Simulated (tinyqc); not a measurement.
Hubbard ring of 6 sites, step by step. Computed by tinyqc, a small Python program that keeps every step. Settings: hopping = 1.48, U = 8.9, mixing = 0.5, iteration cap = 78. Command: `OMP_NUM_THREADS=1 python tinyqc.py 23597 23598 out.jsonl` (the two numbers bound the seeds that draw the settings). One thread of a shared host (Intel(R) Xeon(R) Processor @ 2.60GHz), about 0.3 s of CPU time with the checks.

one-body matrix (hopping and site energies) (eV), order 1, 2, 3, 4, 5, 6:
```
[[-0.85000, -1.48000, 0.00000, 0.00000, 0.00000, -1.48000],
 [-1.48000, -0.96000, -1.48000, 0.00000, 0.00000, 0.00000],
 [0.00000, -1.48000, -0.08000, -1.48000, 0.00000, 0.00000],
 [0.00000, 0.00000, -1.48000, -0.59000, -1.48000, 0.00000],
 [0.00000, 0.00000, 0.00000, -1.48000, -0.91000, -1.48000],
 [-1.48000, 0.00000, 0.00000, 0.00000, -1.48000, -0.24000]]
```

U = 8.90000 eV

electrons, up and down: [3, 3]

n(up) at the start (a guess, not normalised): [0.50000, 0.50000, 0.50000, 0.50000, 0.50000, 0.50000]

n(down) at the start (a guess): [0.50000, 0.50000, 0.50000, 0.50000, 0.50000, 0.50000]

Each step fills the lowest levels of T + U n(other spin) and sets n(new) = n + mixing (n(out) - n); stop when output and input agree to 1e-8.

Course of the cycle:
```
iteration      E (eV)  largest |n(out) - n(in)|  mean |n_up - n_down|
1          -2.0875856                  7.41e-02               0.00000
2          -2.1616668                  1.30e-02               0.00000
3          -2.1636982                  3.45e-03               0.00000
4          -2.1637967                  1.51e-03               0.00000
5          -2.1638230                  9.56e-04               0.00000
6          -2.1638368                  6.85e-04               0.00000
7          -2.1638445                  5.09e-04               0.00000
8          -2.1638488                  3.80e-04               0.00000
9          -2.1638512                  2.84e-04               0.00000
10         -2.1638526                  2.12e-04               0.00000
11         -2.1638533                  1.59e-04               0.00000
...               ...                       ...                   ...
35         -2.1638543                  1.46e-07               0.00000
36         -2.1638543                  1.09e-07               0.00000
37         -2.1638543                  8.17e-08               0.00000
38         -2.1638543                  6.10e-08               0.00000
39         -2.1638543                  4.56e-08               0.00000
40         -2.1638543                  3.41e-08               0.00000
41         -2.1638543                  2.55e-08               0.00000
42         -2.1638543                  1.90e-08               0.00000
43         -2.1638543                  1.42e-08               0.00000
44         -2.1638543                  1.06e-08               0.00000
45         -2.1638543                  7.95e-09               0.00000
```

Can the last value be used, and what does the course show?

No, though the log alone does not show it. Converged in 45 iterations. But random starts reach -6.51590 eV, so this is another stationary point, not the lowest one. Reruns (cap 100 unless said): mixing 0.2: converged in 29 to a higher stationary point (E = -2.16385); mixing 0.9: not converged. Before convergence this energy mixes input and output and is not variational, so it may rise towards its limit.
